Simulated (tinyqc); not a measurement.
Cyclotron masses against the field direction: averaged masses of warped heavy- and light-hole bands.

Four-band hole energies E = c k^2 f(u), c = hbar^2/2m0, f = g1 -/+ 2 sqrt(g2^2 + 3 (g3^2 - g2^2) s), s = ux^2 uy^2 + uy^2 uz^2 + uz^2 ux^2 for the unit vector u; minus for heavy, plus for light holes; the mass along u is 1/f.

Values chosen for the exercise (out of a larger set: near those of Si; not measured data):
- g1 = 4.31 (Luttinger gamma1)
- g2 = 0.34 (gamma2)
- g3 = 1.44 (gamma3)

For the central orbit m_cyc is the mean of 1/f(u) over the directions u normal to B (360 points on the circle). B lies in the (1-10) plane at the angle from [001]; 54.7 degrees is [111], 90 is [110].

Masses (m0):
```
angle (degrees)   heavy   light
0.0              0.4116  0.1673
15.0             0.4390  0.1616
30.0             0.5009  0.1529
45.0             0.5497  0.1475
54.7             0.5578  0.1465
70.0             0.5478  0.1487
90.0             0.5346  0.1540
```

The heavy mass is smallest at 0 and largest at 54.7 degrees of the angles listed, a spread of 36 %; the light mass varies by 14.2 %. The orbit normal to [001] has s between 0 and 1/4, the orbit normal to [111] has s = 1/4 all round, which gives 1/(g1 - sqrt(g2^2 + 3 g3^2)) = 0.5578. This is the classical limit; low Landau levels of holes depart from it.

tinyqc: `OMP_NUM_THREADS=1 python tinyqc.py 1080476 1080477 out.jsonl`; about 0.03 s, one thread, shared Intel(R) Xeon(R) Processor @ 2.30GHz.
